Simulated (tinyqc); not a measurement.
# Worked calculation: undoped symmetric double-gate MOSFET, analytic potential model

Numbers from tinyqc (`OMP_NUM_THREADS=1 python tinyqc.py 2440061 2440062 out.jsonl`; about 0.01 s on one thread of a shared Intel Xeon 2.30GHz). Printed values are rounded.

An undoped body of thickness ts between two equal insulators and tied gates; long channel, electrons only, n = ni exp((psi - V)/Vt) with V the quasi-Fermi potential (0 at the source, Vd at the drain), constant mobility, no quantisation. Across the body psi(x) = V - 2 Vt ln[(ts/(2 beta)) sqrt(q ni/(2 eps0 eps_r Vt)) cos(2 beta x/ts)], x from the centre. Q is the electron charge per area of the whole body.

Values chosen for this exercise; material values close to those of silicon: temperature T = 300 K; band gap Eg = 1.1 eV; relative permittivity of the semiconductor eps_r = 11.8; conduction-band density of states at T Nc = 2.84e19 cm^-3; valence-band density of states at T Nv = 2.68e19 cm^-3; relative permittivity of the gate insulator eox = 7.75; insulator thickness tox = 3.3 nm; body thickness ts = 12 nm; gate work function less that of the intrinsic body dphi = 0.24 V; channel mobility mu = 160 cm^2/(V s); gate length L = 0.2 um; gate voltage Vg = 0.87 V; drain voltage Vd = 1 V.

Constants: q = 1.602176634e-19 C, kB = 1.380649e-23 J/K, Vt = kB T/q, eps0 = 8.8541878128e-14 F/cm where lengths are in cm. Results are converted to the units shown.

## Constants of the body

ni = sqrt(Nc Nv) exp(-Eg/(2 Vt)), Eg in volts; r = eps_r tox/(eox ts); V0 = dphi + 2 Vt ln[(2/ts) sqrt(2 eps0 eps_r Vt/(q ni))].

ni = 1.58903e10 cm^-3
r = 0.418710
V0 = 0.702545 V

## Iteration 1: beta at the source by Newton steps

beta at the start = 0.5

With V = 0: f = ln(beta) - ln(cos beta) + 2 r beta tan(beta) - (Vg - V0)/(2 Vt); f' = 1/beta + tan(beta) + 2 r [tan(beta) + beta/cos^2(beta)]; beta(new) = beta - f/f'.

f = -3.57255
f' = 3.54746
beta after iteration 1 = 1.50707

## Iteration 2: beta at the source by Newton steps

As before.

f = 19.7038
f' = 340.683
beta after iteration 2 = 1.44924

## Course of the iteration: beta at the source by Newton steps

Stop when beta changes by less than 1e-11, or after 40 iterations. beta must stay between 0 and pi/2.

Course of the iteration:
```
iteration     beta  |change|
1          1.50707      1.01
2          1.44924    0.0578
3          1.35585    0.0934
4          1.24411     0.112
5          1.17123    0.0729
6          1.15531    0.0159
7          1.15477   5.30e-4
8          1.15477   5.47e-7
9          1.15477  5.80e-13
```

Converged in 9 iterations. At the end the number of correct digits about doubles with each step.

## Charges and drain current

beta_s = 1.15477
beta_d = 1.01609e-7

beta (between 0 and pi/2) solves (Vg - V0 - V)/(2 Vt) = ln(beta) - ln(cos beta) + 2 r beta tan(beta). Q = 8 eps0 eps_r Vt beta tan(beta)/ts; I = mu (1/L)(4 eps0 eps_r/ts)(2 Vt)^2 [g(beta_s) - g(beta_d)] per width, g = beta tan(beta) - beta^2/2 + r beta^2 tan^2(beta), with beta_s at V = 0 and beta_d at V = Vd.

Qs = 470.647 nC/cm^2
Qd = 1.85908e-12 nC/cm^2
g(beta_s) = 4.80745
g(beta_d) = 5.16220e-15
I = 35.8066 uA/um

The term r beta^2 tan^2(beta), which gives the square law, makes up 59.5 % of g at the source.

## Potential and electron density across the body at the source

x/ts, point 0 to 6: 0  0.1  0.2  0.3  0.4  0.45  0.5

psi(x) as above with V = 0 and beta = beta_s; n = ni exp(psi/Vt).

```
point   psi (V)   n (cm^-3)
0      0.469985  1.24892e18
1      0.471377  1.31799e18
2      0.475709  1.55845e18
3      0.483538  2.10965e18
4      0.496158  3.43734e18
5      0.505122  4.86203e18
6      0.516831  7.64724e18
```

The density at the surface is 6.12 times that at the centre (1/cos^2 beta).
